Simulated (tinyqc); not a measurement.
# Two-sublattice mean-field magnet: ferrimagnet, compensation points and susceptibility, step by step

A worked calculation. Computed by tinyqc, a small Python program that keeps every step. Command: `OMP_NUM_THREADS=1 python tinyqc.py 3002289 3002290 out.jsonl ferri walk`. One thread of a shared host (Intel(R) Xeon(R) Processor @ 2.30GHz), about 0.01 s of CPU time with the checks. Intermediate numbers are printed to about 6 digits and carried at full precision; extremes and crossings named in words are read from the listed rows.

A random alloy A(1-x)B(x) with H = -sum over pairs J S_i.S_j. a = <S_A> and b = <S_B> are taken along z, a > 0. Exchange fields: h_A = (1 - x) zJ_AA a + x zJ_AB b, h_B = (1 - x) zJ_AB a + x zJ_BB b; a = S_A B_(S_A)(S_A h_A/(k_B T)) and likewise for b, with the Brillouin function B_S(y) = [(2S + 1)/(2S)] coth[(2S + 1) y/(2S)] - [1/(2S)] coth[y/(2S)].

Inputs (values chosen for the exercise, for a model ferrimagnet):
```
quantity                 value  unit
spin S_A                   2.5     -
spin S_B                   3.5     -
g factor g_A                 2     -
g factor g_B                 2     -
fraction x of B sites     0.19     -
z J_AA                    10.7   meV
z J_BB                     1.7   meV
z J_AB                    -5.1   meV
T over T_c                0.48     -
largest number of steps   3000     -
```

Constants: k_B = 8.617333262e-05 eV/K.

## Ordering temperature

Linearised, T (a, b) = M (a, b) with M_ij = S_i (S_i + 1) c_j zJ_ij/(3 k_B), c_A = 1 - x, c_B = x. T_c is the larger eigenvalue, and its eigenvector gives b/a at onset, (T_c - M_AA)/M_AB.

M (K):
```
          A        B
A   293.348  -32.797
B  -251.676   19.678
```

eigenvalues (K): -7.737  320.763

T_c = 320.763 K

b/a at onset = -0.835898

T = 153.966 K

The antiferromagnetic A-B coupling raises T_c by 27 K over that of A alone.

## First step

Start from a = S_A, b = -S_B and apply the equations once.

h_A = 25.059 meV

h_B = -11.458 meV

new a = 2.32185

new b = -2.77896

## Self-consistent moments

Repeat from a = S_A, b = -S_B until a and b change by less than 1e-10.

Iteration:
```
step        a         b  largest change
1     2.50000  -3.50000     7.21036e-01
2     2.32185  -2.77896     9.47142e-02
3     2.28199  -2.68425     2.10049e-02
4     2.27306  -2.66324     4.79276e-03
5     2.27100  -2.65845     1.10611e-03
6     2.27053  -2.65735     2.55874e-04
...       ...       ...             ...
12    2.27039  -2.65701     3.93724e-08
13    2.27039  -2.65701     9.11454e-09
14    2.27039  -2.65701     2.10998e-09
15    2.27039  -2.65701     4.88452e-10
16    2.27039  -2.65701     1.13074e-10
17    2.27039  -2.65701     2.61768e-11
```

a = 2.27039

b = -2.65701

last change = 2.61768e-11

a is at 91 % and b at 76 % of saturation: the B spins feel the weaker field per spin and lose their order faster.

## Net moment and spin

Net moment m = (1 - x) g_A a + x g_B b in mu_B per site; net spin s = (1 - x) a + x b. At T = 0, a = S_A and b = -S_B. Effective g = m/s.

net moment m = 2.66836 mu_B

net spin s = 1.33418

m at T = 0 = 2.72 mu_B

effective g = 2

A dominates at T, as at T = 0.

## Compensation temperatures

Net moment m = (1 - x) g_A a + x g_B b in mu_B per site; net spin s = (1 - x) a + x b. T_M: m = 0; T_A: s = 0; searched between 0.02 and 0.97 T_c, and given as 0 if there is no change of sign.

magnetic compensation T_M = 0 K

angular-momentum compensation T_A = 0 K

No compensation in this range.

## Moments against temperature

The formulas are those given above.

Sublattices:
```
T/T_c    T (K)     a/S_A    -b/S_B  m (mu_B)
0.05    16.038  1.000000  0.999928   2.72010
0.15    48.114  0.999029  0.980608   2.74186
0.30    96.229  0.977220  0.898639   2.76255
0.45   144.343  0.922845  0.784830   2.69370
0.60   192.458  0.834744  0.648278   2.51850
0.72   230.949  0.730888  0.524775   2.26214
0.84   269.441  0.577294  0.382668   1.82909
0.92   295.102  0.419902  0.264034   1.34944
0.97   311.140  0.261598  0.159232   0.84769
```

At 0.45 T_c A keeps 0.92 and B 0.78 of saturation. |m| first rises, to 2.763 at 0.3 T_c, because the minority sublattice falls faster (type P).

## Susceptibility above T_c

With a field B, T (a, b) = M (a, b) + (mu_B B/(3 k_B)) (g_A S_A (S_A + 1), g_B S_B (S_B + 1)). chi = m/B per site; C = mu_B [(1 - x) g_A^2 S_A (S_A + 1) + x g_B^2 S_B (S_B + 1)]/(3 k_B); the table gives C/chi, which tends to T - theta.

Inverse susceptibility:
```
T (K)    C/chi (K)  T - C/chi (K)
327.18       15.00        312.178
352.84       68.48        284.360
400.95      151.02        249.933
481.14      263.82        217.326
641.53      455.13        186.397
962.29      799.51        162.778
1603.81    1456.26        147.554
3207.63    3069.87        137.757
```

T - C/chi sinks from 312 K just above T_c to 138 K at 10 T_c, on its way to the asymptotic theta. The curve of 1/chi is a hyperbola that bends down to zero at T_c = 321 K, so a Curie-Weiss line fitted at high T misses T_c.

Checks made by the program: the fixed point (relative difference below 1e-10).
